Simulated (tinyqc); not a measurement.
Which substrate gives the strongest standing wave: standing waves and exposure in a photoresist film.

Values chosen for the exercise:

| symbol | value | unit | meaning |
|---|---|---|---|
| lam | 193 | nm | vacuum wavelength |
| n1 | 1.727 |  | resist index |
| A | 0 | 1/micrometre | bleachable absorption (Dill A) |
| B | 1.04 | 1/micrometre | fixed absorption (Dill B) |

r12 = (N1 - Ns)/(N1 + Ns) with N1 = n1 + i (A + B) lam/(4 pi), lam in micrometres, and Ns = ns + i ks chosen for the exercise, each substrate thick; contrast 2|r|/(1 + |r|^2); the intensity at the interface relative to the forward wave is |1 + r12|^2.

Results:

| case | ns | ks | \|r12\|^2 | contrast | phase (degrees) | \|1 + r12\|^2 |
|---|---|---|---|---|---|---|
| near Si | 0.880 | 2.840 | 0.5813 | 0.964 | -120.9 | 0.798 |
| near polySi | 1.009 | 2.220 | 0.4304 | 0.917 | -111.2 | 0.956 |
| near Cu | 0.981 | 1.420 | 0.2691 | 0.817 | -90.0 | 1.270 |
| near W | 1.318 | 3.065 | 0.5044 | 0.944 | -127.7 | 0.636 |
| near Al | 0.109 | 2.151 | 0.8896 | 0.998 | -102.6 | 1.479 |

The strongest reflector is the case near Al (0.890) and the weakest near Cu (0.2691). The intensity at the interface depends on the phase too: it is lowest for the case near W (0.636, phase -128 degrees) and highest for near Al (1.479); a strong reflector with a phase of 180 degrees would put a node there.

(tinyqc, `OMP_NUM_THREADS=1 python tinyqc.py 1652241 1652242 out.jsonl`, Intel(R) Xeon(R) Processor @ 2.30GHz, 1 thread, shared host, about 0.01 s.)
